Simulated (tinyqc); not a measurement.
Sheet resistance and Hall data of a diffused or implanted layer: one step, computed by the program tinyqc.

Carriers are taken equal to the net active doping down to the junction (full ionisation, which deep dopants in wide-gap hosts do not reach; no spill-over, no depletion), and the Hall factor is 1.

Problem. Dose and junction depth. N(x) = N_0 exp(-(x - R_p)^2/(2 l^2)) for x > 0, dose N_0 l sqrt(pi/2) erfc(-R_p/(l sqrt 2)), junction x_j = R_p + l sqrt(2 ln(N_0/N_B)); the layer starts at x_0 = max(0, 2 R_p - x_j).

Inputs (values chosen for the exercise, modelled on arsenic in silicon):

| quantity | value | unit |
|---|---|---|
| peak concentration N_0 | 1.5e+19 | 1/cm^3 |
| length scale l | 280 | nm |
| background doping N_B (opposite type) | 4.1e+15 | 1/cm^3 |
| projected range R_p | 800 | nm |

Profile: buried Gaussian (implant). Activation: complete.

Give: dose; junction depth x_j.

Solution.

dose = 1.051e+15 1/cm^2

junction depth x_j = 1934 nm
